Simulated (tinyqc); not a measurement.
Hydrogenic impurity: series, fields, screening, photoionisation and donor-acceptor pairs: one step, computed by the program tinyqc.

One isotropic, parabolic band. Effective units: Ry* and a*, in which H = -nabla^2 - 2/r.

Question. Effective units and the series. Ry* = Ry m/eps^2, a* = a_0 eps/m; level n is bound by Ry*/n^2; <r> = (3/2) a* in 1s; lines 1s -> np at Ry* (1 - 1/n^2); 1 THz = 4.135667696 meV.

Inputs (values chosen for the exercise, modelled on silicon): electron mass m = 0.335 m_0; dielectric constant eps = 11.6.

Parts treated: magnetic field and screening.

Constants: Ry = 13.605693123 eV; a_0 = 0.529177210903 angstrom; h x 1 THz = 4.135667696 meV.

Give: Ry*; a*; <r> of 1s; Series.

Answer.

Ry* = 33.873 meV

a* = 18.324 angstrom

<r> of 1s = 27.486 angstrom

Series:
```
n,binding (meV),line from 1s (meV),line (THz)
2,8.4682,25.405,6.1428
3,3.7636,30.109,7.2803
4,2.1170,31.756,7.6785
5,1.3549,32.518,7.8628
```
